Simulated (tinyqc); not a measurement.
Keating valence-force model of a tetrahedral crystal: one step, computed by the program tinyqc. Command: `OMP_NUM_THREADS=1 python tinyqc.py 3004951 3004952 out.jsonl keating walk`. One thread of a shared host (Intel(R) Xeon(R) Processor @ 2.30GHz), about 0.03 s of CPU time with the checks.

Atom A sits at 0 and atom B at a/4 (1,1,1) of an fcc lattice; the four bonds from A are t = a/4 (1,1,1), a/4 (1,-1,-1), a/4 (-1,1,-1), a/4 (-1,-1,1), of length d = sqrt(3) a/4. Energy: E = (3 alpha/(8 d^2)) sum over bonds (r.r - d^2)^2 + (3 beta/(8 d^2)) sum over pairs of bonds at one atom (r_i.r_j + d^2/3)^2; both atoms have the mass M. The cell holds two atoms, Omega = a^3/4. 1 N/m = 1 J/m^2. With constants fitted to the elastic moduli this model puts optical and zone-boundary frequencies of real crystals too high, by up to about 20 % in elemental crystals and up to about 50 % in compounds, and mostly by more for TA modes; in compounds the lattice part of the static dielectric constant then comes out too low.

Problem. Elastic constants and internal strain. C11 = (alpha + 3 beta)/a, C12 = (alpha - beta)/a, C44 = 4 alpha beta/(a (alpha + beta)); with the two sublattices clamped C44(0) = (alpha + beta)/a; internal-strain parameter zeta = (alpha - beta)/(alpha + beta); B = (C11 + 2 C12)/3.

Inputs (values chosen for the exercise, modelled on germanium): lattice constant a = 5.658 angstrom; bond stretching alpha = 40.2 N/m; bond bending beta = 12.1 N/m.

Structure: diamond.

Give: C11; C12; C44; clamped C44(0); internal-strain parameter zeta; bulk modulus B.

Solution.

C11 = 135.21 GPa

C12 = 49.664 GPa

C44 = 65.752 GPa

clamped C44(0) = 92.435 GPa

internal-strain parameter zeta = 0.53728

bulk modulus B = 78.178 GPa

Letting the sublattices shift lowers C44 by 29 %, which is zeta^2. A shear is shared between bond lengths and angles. The model fixes 2 C44 (C11 + C12)/((C11 - C12)(C11 + 3 C12)) = 1.000 whatever alpha and beta are.
